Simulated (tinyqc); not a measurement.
## Film and buried-oxide thickness from two coupling ratios

Problem. In a depleted film -dVT/dVb is k1 = Cs Cbox/(Cox (Cs + Cbox)) for a front channel and k2 = Cbox (Cox + Cs)/(Cox Cs) for a back channel, with Cox = eps0 eox/tox, Cs = eps0 eps_r/ts, Cbox = 3.9 eps0/tb. Find ts and tb.

Parameters, values chosen for the exercise; band and dielectric values close to those of silicon: relative permittivity eps_r = 11.7; relative permittivity of the gate insulator (close to hafnium oxide) eox = 22.2; insulator thickness tox = 12 nm.

coupling ratios for a front and a back channel: [0.023336990, 0.062545304]

Answer. With y = Cox/Cs and z = Cox/Cbox, 1/k1 = y + z and k2 = (1 + y)/z, so y = (k2/k1 - 1)/(1 + k2); the thicknesses follow from y and z.

ts = 10.0 nm
tb = 87.0 nm

tinyqc, about 0.3 s, one thread, Intel Xeon 2.30GHz (shared host): `OMP_NUM_THREADS=1 python tinyqc.py 2190085 2190086 out.jsonl`
